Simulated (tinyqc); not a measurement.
# Worked calculation: programming of a floating-gate cell by Fowler-Nordheim tunnelling

Numbers from tinyqc (`OMP_NUM_THREADS=1 python tinyqc.py 2130154 2130155 out.jsonl`; about 0.02 s on one thread of a shared Intel Xeon 2.30GHz). Printed values are rounded.

Per tunnel area the floating gate has Ctun = 3.9 eps0/tox to the channel (0 V) and Ccg to the control gate, Ct = Ctun/(1 - ag), no other coupling. With the threshold shift U = -Q/Ccg the field is F = ag (Vg - U)/tox, and dU/dt = J/Ccg. Fowler-Nordheim: J = A F^2 exp(-B/F), A = q^2/(16 pi^2 hbar mo phi) (times 1e14 for A/cm^2 with F in V/nm, emitter mass m0), B = (4/3) sqrt(mo/C) phi^1.5, C = hbar^2/(2 m0).

Parameters, values chosen for the exercise; oxide values close to those of silicon dioxide:
- phi = 3.2 eV (tunnel barrier)
- mo = 0.46 m0 (tunnelling mass)
- tox = 7.4 nm (tunnel oxide thickness)
- ag = 0.62 (coupling ratio Ccg/Ct)
- ar = 3600 nm^2 (tunnel area)
- Vt0 = -2.7 V (threshold shift at the start)
- Vg = 12.5 V (control-gate voltage)
- dt = 1.4 us (time step)
- n = 10 (steps)

Constants: q = 1.602176634e-19 C, hbar = 1.054571817e-34 J s, m0 = 9.1093837015e-31 kg, eps0 = 8.8541878128e-14 F/cm where lengths are in cm, hbar^2/(2 m0) = 0.0380998212 eV nm^2. Results are converted to the units shown.

Range of the model: Programming fields of 10 MV/cm and more wear the oxide; trapping and the channel potential are ignored.

## Constants of the cell

A, B, Ccg = ag Ct, the starting field and current, K = A B ag/(Ccg tox), and the knee time t0 = exp(B/F(0))/K.

A = 1.04717e8 A cm^-2 (V/nm)^-2
B = 26.5205 V/nm
Ccg = 0.761359 uF/cm^2
F(0) = 1.27351 V/nm
J(0) = 0.153460 A/cm^2
K = 3.05611e14 1/s
t0 = 3.62126 us
electrons for 1 V of shift = 171.073

## Explicit time steps against the exact solution

U(new) = U + dt J(F(U))/Ccg. Exact: exp(B/F(t)) = exp(B/F(0)) + K t, K = A B ag/(Ccg tox), and U = Vg - tox F/ag.

| step | t (us) | F (V/nm) | J (A/cm^2) | U by steps (V) | U exact (V) |
|---|---|---|---|---|---|
| 0 | 0 | 1.27351 | 0.153460 | -2.70000 | -2.70000 |
| 1 | 1.4 | 1.24987 | 0.0996879 | -2.41781 | -2.46511 |
| 2 | 2.8 | 1.23451 | 0.0746897 | -2.23451 | -2.29311 |
| 3 | 4.2 | 1.22301 | 0.0598888 | -2.09717 | -2.15800 |
| 4 | 5.6 | 1.21378 | 0.0500242 | -1.98704 | -2.04707 |
| 5 | 7 | 1.20607 | 0.0429548 | -1.89506 | -1.95319 |
| 6 | 8.4 | 1.19945 | 0.0376308 | -1.81607 | -1.87193 |
| 7 | 9.8 | 1.19366 | 0.0334731 | -1.74687 | -1.80040 |
| 8 | 11.2 | 1.18850 | 0.0301348 | -1.68532 | -1.73658 |
| 9 | 12.6 | 1.18386 | 0.0273945 | -1.62991 | -1.67902 |
| 10 | 14 | 1.17964 | 0.0251046 | -1.57954 | -1.62664 |

The steps run ahead by 47.3 mV after the first and 47.1 mV after the last, as each uses the larger current of its start; the step is 0.39 of the knee time t0. The overshoot lowers the field, so later steps gain less than the exact curve and the error ends smaller than after the first step.
